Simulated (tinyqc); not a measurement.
# Composition from the perpendicular lattice constant

Problem. The layer is x parts of the first compound and 1 - x of the second, grown coherently on the third as substrate and barrier. Rows of the table: lattice constant a, average valence level Ea on an absolute scale, spin-orbit splitting so, gaps at Gamma, X and L, hydrostatic deformation potentials av and ac (Gamma), shear potential b, elastic constants, electron and heavy-hole (along z) masses. All are interpolated linearly in x; gaps get -C x (1 - x), taken wholly in the conduction band; real line-ups can differ from this model by 0.1 eV or more. In-plane strain e = (a_substrate - a)/a, e_z = -2 (c12/c11) e, volume change 2 e + e_z. X-ray diffraction gives a_z = a (1 + e_z) of the coherent layer. Find x, e and the relaxed Gamma gap.

Parameters, values chosen for the exercise:
- CG = 1.43 eV (bowing of the Gamma gap)
- CX = 1.2 eV (bowing of the X gap)
- CL = 1.2 eV (bowing of the L gap)

Binary compounds, values chosen for the exercise:
```
	close to GaSb	close to GaAs	close to InP
a (angstrom)	6.096	5.653	5.869
Ea (eV)	-6.25	-6.92	-7.04
so (eV)	0.749	0.337	0.11
EG (eV)	0.717	1.44	1.35
EX (eV)	1.05	1.91	2.22
EL (eV)	0.808	1.7	1.95
av (eV)	0.79	1.17	1.28
ac (eV)	-6.8	-7.25	-5.02
b (eV)	-1.99	-1.71	-1.7
c11 (GPa)	89.4	119	102
c12 (GPa)	40.1	53.3	56.5
me (m0)	0.0385	0.0672	0.0799
mh (m0)	0.248	0.352	0.534
```

lattice constant along the growth direction = 5.92983749 angstrom

Solution. a_z changes steadily with x, about (1 + 2 c12/c11) times as fast as the relaxed lattice constant, so one composition matches.

x = 0.5600
e = -0.5436 %
relaxed Gamma gap = 0.6828 eV

Program tinyqc, `OMP_NUM_THREADS=1 python tinyqc.py 2690013 2690014 out.jsonl`; Intel Xeon 2.30GHz, shared host, one thread, about 0.01 s.
